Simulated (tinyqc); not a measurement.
Alloy A(1-x)B(x) by interpolation with bowing: sweeps and comparisons. A value that a table varies takes the place of the one given here.

Each gap follows E(x) = (1 - x) E_A + x E_B - C x (1 - x); the lattice constant follows Vegard, a(x) = (1 - x) a_A + x a_B.

Mass at Gamma from the Kane formula 1/m = F + Ep (Eg + 2 Dso/3)/(Eg (Eg + Dso)). F is fixed by the masses of A and B and interpolated linearly, as is Ep; Eg and Dso carry their bowing.

Constants: hc = 1239.841984 eV nm.

Parameters, chosen for this exercise (A near GaAs, B near GaSb; not measured data):
```
symbol  value                  unit      meaning
a       (5.645, 6.098)         angstrom  lattice constant of A, B
Eg      (1.5, 0.802)           eV        gap at Gamma to the s-like level of A, B
EgX     (1.981, 1.149)         eV        gap to the lowest valley along Gamma-X of A, B
EgL     (1.839, 0.88)          eV        gap to L of A, B
C       (1.455, 1.408, 1.025)  eV        bowing of the Gamma, X and L gaps
Dso     (0.343, 0.762)         eV        spin-orbit splitting of A, B
Ep      (25.7, 26.7)           eV        Kane energy of A, B
me      (0.0664, 0.0389)       m0        electron mass at Gamma of A, B
Cs      0.7                    eV        bowing of Dso
x       0.24                             fraction of B
```

## Gaps across the alloy

Eleven compositions.

Gaps (eV):
```
x    a (angstrom)  Gamma      X      L  lowest  wavelength (nm)
0.0        5.6450  1.500  1.981  1.839   Gamma              827
0.1        5.6903  1.299  1.771  1.651   Gamma              954
0.2        5.7356  1.128  1.589  1.483   Gamma             1100
0.3        5.7809  0.985  1.436  1.336   Gamma             1259
0.4        5.8262  0.872  1.310  1.209   Gamma             1422
0.5        5.8715  0.787  1.213  1.103   Gamma             1575
0.6        5.9168  0.732  1.144  1.018   Gamma             1694
0.7        5.9621  0.706  1.103  0.952   Gamma             1757
0.8        6.0074  0.709  1.090  0.908   Gamma             1749
0.9        6.0527  0.741  1.105  0.884   Gamma             1674
1.0        6.0980  0.802  1.149  0.880   Gamma             1546
```

The lowest valley is Gamma at every x. The Gamma gap has a minimum inside the range, 0.704 eV at x = (C - (E_B - E_A))/(2C) = 0.740, since the bowing exceeds the difference of the end gaps.

## Three ways to interpolate a mass

Linear in m, linear in 1/m, and the Kane formula.

Masses (m0):
```
x      Eg (eV)  linear in m  linear in 1/m    Kane  Kane m/Eg (1/eV)
0.000    1.500       0.0664         0.0664  0.0664            0.0443
0.125    1.254       0.0630         0.0610  0.0554            0.0442
0.250    1.053       0.0595         0.0564  0.0466            0.0443
0.375    0.897       0.0561         0.0525  0.0400            0.0446
0.500    0.787       0.0527         0.0491  0.0356            0.0452
0.625    0.723       0.0492         0.0461  0.0332            0.0460
0.750    0.704       0.0458         0.0434  0.0330            0.0468
0.875    0.730       0.0423         0.0410  0.0348            0.0477
1.000    0.802       0.0389         0.0389  0.0389            0.0485
```

At x = 0.5 the three give 0.0527, 0.0491 and 0.0356; judged by the largest distance, the Kane value is closer to the interpolation in 1/m (largest distances 0.0171 m0 from the rule in m, 0.0135 m0 from the rule in 1/m), and it dips below both end values, following the bowed gap, which neither rule can do. The ratio m/Eg varies by a factor of 1.10 while the gap varies by 2.13; a constant ratio is the two-band rule m = Eg/Ep at fixed Ep.

## What each parameter does

Gaps at x and the Kane mass. Each row changes one parameter from the base and keeps the others.

Results:
```
case                          Gamma (eV)  X (eV)  L (eV)  mass (m0)
base                              1.0671  1.5245  1.4219     0.0472
x = 0.2                           1.1276  1.5893  1.4832     0.0499
C = (1.555, 1.508, 1.125) eV      1.0488  1.5063  1.4036     0.0464
Eg = (1.575, 0.802) eV            1.1241  1.5245  1.4219     0.0484
EgX = (1.981, 1.092) eV           1.0671  1.5108  1.4219     0.0472
EgL = (1.747, 0.88) eV            1.0671  1.5245  1.3520     0.0472
Ep = (28.3, 29.4) eV              1.0671  1.5245  1.4219     0.0465
Cs = 0.75 eV                      1.0671  1.5245  1.4219     0.0471
```

The largest shifts from the base row, up to three for each result and ties (the steps differ in size, so this ranks the rows, not the parameters). Gamma (eV): x +0.0605, Eg +0.0570, C -0.0182; unchanged at the printed digits by EgX, EgL, Ep and Cs. X (eV): x +0.0648, C -0.0182, EgX -0.0137; unchanged at the printed digits by Eg, EgL, Ep and Cs. L (eV): EgL -0.0699, x +0.0613, C -0.0182; unchanged at the printed digits by Eg, EgX, Ep and Cs. mass (m0): x +0.0026, Eg +0.0012, C -0.0008, Ep -0.0008; unchanged at the printed digits by EgX and EgL.

Computed by tinyqc, a small Python program: `OMP_NUM_THREADS=1 python tinyqc.py 1080773 1080774 out.jsonl` (the numbers bound the seed that draws the inputs); one thread of a shared host (Intel(R) Xeon(R) Processor @ 2.30GHz), about 0.01 s for the whole set of steps.
